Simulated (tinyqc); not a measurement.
Ratio and sensitivities against delay: time-domain thermoreflectance: layered heat flow under a modulated pulse train, and what the signal ratio measures. Computed by tinyqc, a small Python program. Command: `OMP_NUM_THREADS=1 python tinyqc.py 3112873 3112874 out.jsonl tdtr walk`. One thread of a shared host (Intel(R) Xeon(R) Processor @ 2.30GHz), about 0.2 s of CPU time with the checks.

Pulses repeat at 80 MHz; heat is laid down at the surface, all layers are isotropic, and the film is in perfect contact with the substrate.

Inputs (values chosen for the exercise, modelled on aluminium on silica):
```
quantity                                value        unit
metal thickness d                         120          nm
metal conductivity                        130     W/(m K)
metal heat capacity                      2.42  MJ/(m^3 K)
boundary conductance G under the metal    300  MW/(m^2 K)
film thickness                            7.1          nm
film conductivity                        0.41     W/(m K)
film heat capacity                        2.8  MJ/(m^3 K)
substrate conductivity kappa             1.28     W/(m K)
substrate heat capacity C                1.65  MJ/(m^3 K)
modulation frequency f                     10         MHz
spot radius w (1/e^2, pump and probe)      11  micrometre
```

Stack: metal, film, substrate.

Method:
- For radial wave number k and angular frequency W each layer has u = sqrt(4 pi^2 k^2 + i W C/kappa) and gamma = kappa u. Surface impedance from below: Z = 1/gamma for the substrate; a layer of thickness L maps Z to (Z + tanh(u L)/gamma)/(1 + gamma Z tanh(u L)); a boundary adds 1/G.
- Response per absorbed watt H(W) = 2 pi int_0^(2/w) Z(k, W) exp(-pi^2 k^2 w^2) k dk by 20 Gauss-Legendre points.
- Signal: X + iY = sum_(m = -M..M) H(2 pi (f + m f_r)) exp(i 2 pi m f_r t) exp(-pi (m/M)^2 x 4), f_r = 80 MHz, M = 4000, with H(-W) the complex conjugate of H(W); V_in = X, V_out = Y, ratio = -V_in/V_out.
- Sensitivity S = ln(ratio'/ratio)/ln(1.01) for a rise of one input by 1 %.

Ratio and sensitivities:
```
t (ps)   ratio  S to kappa      S to G    S to d   S to C     S to w  S to film conductivity
100     1.1661     0.23928   0.0084823  -0.13022  0.23923  -0.058656                0.060450
200     1.0635     0.24673   0.0032825  -0.50593  0.24666  -0.061171                0.050129
400     1.0038     0.24935   0.0006628  -0.51987  0.24928  -0.062106                0.034650
800     0.9162     0.24905  -0.0015290  -0.49683  0.24897  -0.063476                0.017000
1500    0.7962     0.24643  -0.0034326  -0.47097  0.24633  -0.066043                0.001401
2500    0.6599     0.24700  -0.0049033  -0.45631  0.24687  -0.070944               -0.010207
4000    0.4954     0.26258  -0.0065221  -0.47119  0.26240  -0.082691               -0.021114
```

What does the comparison show, and why?

The largest sensitivity in size at 100 ps is to kappa (+0.24). G is hardly felt. kappa and C enter almost alike, through the effusivity. At 400 ps an error of 3 % in d passes on as 6 % in kappa.

Extremes, crossings and ranges named in words are read from the listed rows.
